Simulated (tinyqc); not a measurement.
Nucleation and growth of vacancy voids in a cooling silicon-like crystal: one step, computed by the program tinyqc.

Spherical voids; vacancies are lost only to voids.

Task: Nucleation rate at T with the initial excess. C_e = C_m exp[-(E_f/k_B)(1/T - 1/T_m)]; D = D0 exp(-E_m/(k_B T)); f = k_B T ln(C/C_e); r* = 2 gamma/(rho f); W* = 16 pi gamma^3/(3 rho^2 f^2); Z = f/sqrt(12 pi W* k_B T); I = rho Z (4 pi r* D C) exp(-W*/(k_B T)).

Inputs (values chosen for the exercise, close to those used for silicon):
```
quantity                                    value    unit
vacancy density at the melting point C_m  8.9e+14  1/cm^3
formation energy E_f                         4.13      eV
melting point T_m                            1685       K
diffusion prefactor D0                    0.00042  cm^2/s
migration energy E_m                         0.37      eV
site density rho                            5e+22  1/cm^3
void surface energy gamma                   0.918   J/m^2
temperature of the worked step T             1385       K
```

initial excess C = 7.170732e+13 1/cm^3

Constants: k_B = 8.617333262e-05 eV/K; k_B = 1.380649e-23 J/K; e = 1.602176634e-19 C.

Give: C_e; D; driving force f; critical radius r*; W*/(k_B T); rate I.

Result:

C_e = 1.878e+12 1/cm^3

D = 1.892e-05 cm^2/s

driving force f = 0.4347 eV

critical radius r* = 0.5272 nm

W*/(k_B T) = 55.90

rate I = 1.892 1/(cm^3 s)

Cooling by 10 K multiplies I by 390: nucleation switches on within a narrow range of temperature.
